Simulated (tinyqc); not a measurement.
Floating body of a partially depleted SOI transistor: body voltage and kink: two steps of the calculation.

Source at 0 V. Channel current Ic = 2 nf K Vt^2 [F(0) - F(Vd)](1 + la Vd), F(V) = ln^2(1 + exp((Vg - VT - nf V)/(2 nf Vt))), VT = VT0 - gb Vb. Saturation voltage Vs = 2 Vt sqrt(F(0)) + 3 Vt, excess Ve = (Vd - Vs + sqrt((Vd - Vs)^2 + 0.0004 V^2))/2, multiplication M1 = Ai Ve exp(-Bl/Ve). Each junction passes D(v) = J1 (exp(v/Vt) - 1) + J2 (exp(v/(2 Vt)) - 1). Bipolar current Ib = bb J1 (exp(Vb/Vt) - 1). The body settles where M1 (Ic + Ib) = D(Vb) + D(Vb - Vd) + Vb/Rb; drain current Id = (1 + M1)(Ic + Ib) - D(Vb - Vd).

Parameters, values chosen for the exercise; values of the order met in partially depleted silicon-on-insulator transistors: temperature T = 330 K; threshold at zero body voltage VT0 = 0.33 V; fall of the threshold per volt of body voltage gb = 0.19; slope factor nf = 1.5; gain factor per width K = 310 uA/(V^2 um); channel-length modulation factor la = 0.08 1/V; impact-ionisation prefactor Ai = 2.31 1/V; impact-ionisation voltage Bl = 4.7 V; diffusion saturation current of each junction J1 = 4.6e-11 uA/um; recombination saturation current of each junction J2 = 3.8e-8 uA/um; gain of the lateral bipolar transistor on the diffusion current bb = 3; resistance of a weak body tie to the source (1e9 stands for no tie, and the term is then dropped) Rb = 1e9 kohm um; gate voltage Vg = 0.72 V; drain voltage Vd = 1.1 V.

Constants: q = 1.602176634e-19 C, kB = 1.380649e-23 J/K, Vt = kB T/q. Results are converted to the units shown.

Question 1. New Vb. Current into the body I_in = M1 (Ic + Ib) - D(Vb - Vd), current out I_out = D(Vb) + Vb/Rb; f = ln(I_in/I_out), s = df/dVb by central differences over 1e-5 V, Vb(new) = Vb - f/s.

Vb after iteration 1 = 0.57757372 V

Wanted: Ic; Ve; M1; I_in; I_out; f; s; Vb after iteration 2.

Answer 1.

Ic = 28.10 uA/um
Ve = 0.6815 V
M1 = 0.001592
I_in = 0.04490 uA/um
I_out = 0.03142 uA/um
f = 0.3569
s = -35.21 1/V
Vb after iteration 2 = 0.5877 V

Question 2. Drain current with floating and with grounded body. Id and VT at the converged Vb, Id at Vb = 0, their ratio, and the bipolar share Ib/(Ic + Ib).

converged Vb = 0.58770031 V

Wanted: VT; Id, floating; Id, grounded; ratio; bipolar share.

Answer 2.

VT = 0.21834 V
Id, floating = 28.496 uA/um
Id, grounded = 17.236 uA/um
ratio = 1.6533
bipolar share = 0.45832 %

The body rises to 0.588 V and lowers the threshold by 112 mV.

Range of the model: The multiplication law is an empirical form chosen for the exercise; self-heating and capacitive coupling to the body are left out, and the linear laws are rough once Vb passes about 0.7 V or M1 about 0.1.

tinyqc, about 0.2 s, one thread, Intel Xeon 2.30GHz (shared host): `OMP_NUM_THREADS=1 python tinyqc.py 2182164 2182165 out.jsonl`
